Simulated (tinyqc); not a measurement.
Inputs raised by 10 %, one at a time: solid solubility of a dopant against its melt (retrograde solidus), clustering and the electrically active fraction. Computed by tinyqc, a small Python program. Command: `OMP_NUM_THREADS=1 python tinyqc.py 3013066 3013067 out.jsonl retro sens`. One thread of a shared host (Intel(R) Xeon(R) Processor @ 2.30GHz), about 0.03 s of CPU time with the checks.

Inputs (values chosen for the exercise, of the order of those of gold in silicon for the solubility):
```
quantity                                      value        unit
melting point of the host T_m                  1687           K
heat of melting of the host H_f                50.2      kJ/mol
interaction L of the melt                       -20      kJ/mol
enthalpy of transfer from melt to solid H      1.68          eV
entropy of transfer S                          2.54         k_B
site density N0                               5e+22      1/cm^3
temperature T                                  1090           K
total dopant density N_t                      2e+21      1/cm^3
atoms per cluster m                               3           -
cluster scale N* at 1273 K                  2.1e+20      1/cm^3
activation energy E_b of the cluster scale     0.28          eV
anneal temperature T_a                         1125           K
mobility mu                                      85  cm^2/(V s)
```

Clustering: clusters of m atoms, electrons left out.

Constants: R = 8.314462618 J/(mol K); k_B = 8.617333262e-05 eV/K; e = 1.602176634e-19 C; N_A = 6.02214076e+23 1/mol.

Method:
- x_l and x_s are atom fractions of the dopant in melt and solid; the solid is dilute. Liquidus of the host: R T ln(1 - x_l) + L x_l^2 = -H_f (1 - T/T_m). Distribution: k = x_s/x_l = exp[L (1 - x_l)^2/(R T)] exp(S/k_B - H/(k_B T)), the first factor being the activity coefficient in the melt. Solubility = x_s N0; at T_m x_l = 0.
- The largest x_s N0 between 900 K and T_m. For an ideal melt with constant heats the maximum has x_l = H_f/(H + H_f), H in the same units.
- A highly soluble donor (another dopant than that of the solidus) is limited by clustering. Donors N_a are active, and clusters hold m atoms each: N_t = N_a + m C, m C = N* (N_a/N*)^m, with N*(T) = N*(1273 K) exp[-(E_b/k_B)(1/T - 1/1273)]. Resistivity = 1/(e mu N_a).

Runs; columns: (1) input moved; (2) from; (3) to; (4) solubility (1/cm^3); (5) largest solubility (1/cm^3); (6) active density N_a (1/cm^3); (7) resistivity (milliohm cm):
```
(1)                                                  (2)       (3)         (4)         (5)         (6)      (7)
base run                                               -         -  5.3048e+15  1.8233e+17  3.3477e+20  0.21934
enthalpy of transfer from melt to solid H (eV)      1.68     1.848  8.8694e+14  5.1952e+16  3.3477e+20  0.21934
entropy of transfer S (k_B)                         2.54     2.794  6.8387e+15  2.3505e+17  3.3477e+20  0.21934
heat of melting of the host H_f (kJ/mol)            50.2     55.22  5.8609e+15  2.0345e+17  3.3477e+20  0.21934
temperature T (K)                                   1090      1199  2.1000e+16  1.8233e+17  3.3477e+20  0.21934
total dopant density N_t (1/cm^3)                  2e+21   2.2e+21  5.3048e+15  1.8233e+17  3.4692e+20  0.21166
cluster scale N* at 1273 K (1/cm^3)              2.1e+20  2.31e+20  5.3048e+15  1.8233e+17  3.5527e+20  0.20669
activation energy E_b of the cluster scale (eV)     0.28     0.308  5.3048e+15  1.8233e+17  3.2782e+20  0.22400
```

Exponents ln(y'/y) / ln(x'/x):
```
input                                       solubility  largest solubility  active density N_a  resistivity
enthalpy of transfer from melt to solid H      -18.766             -13.173               0.000        0.000
entropy of transfer S                            2.665               2.665               0.000        0.000
heat of melting of the host H_f                  1.046               1.150               0.000        0.000
temperature T                                   14.436               0.000               0.000        0.000
total dopant density N_t                         0.000               0.000               0.374       -0.374
cluster scale N* at 1273 K                       0.000               0.000               0.623       -0.623
activation energy E_b of the cluster scale       0.000               0.000              -0.220        0.220
```

Among the inputs moved here: solubility answers most in size to enthalpy of transfer from melt to solid H (exponent -18.766), next to temperature T (+14.436); its exponent is below 0.0005 for total dopant density N_t, cluster scale N* at 1273 K, activation energy E_b of the cluster scale. Largest solubility answers most in size to enthalpy of transfer from melt to solid H (exponent -13.173), next to entropy of transfer S (+2.665); its exponent is below 0.0005 for temperature T, total dopant density N_t, cluster scale N* at 1273 K, activation energy E_b of the cluster scale. Active density N_a answers most in size to cluster scale N* at 1273 K (exponent +0.623), next to total dopant density N_t (+0.374); its exponent is below 0.0005 for enthalpy of transfer from melt to solid H, entropy of transfer S, heat of melting of the host H_f, temperature T. resistivity answers most in size to cluster scale N* at 1273 K (exponent -0.623), next to total dopant density N_t (-0.374); its exponent is below 0.0005 for enthalpy of transfer from melt to solid H, entropy of transfer S, heat of melting of the host H_f, temperature T.

Caution (all rows): this clustering law is a generic form; degeneracy and a doping-dependent mobility are left out.
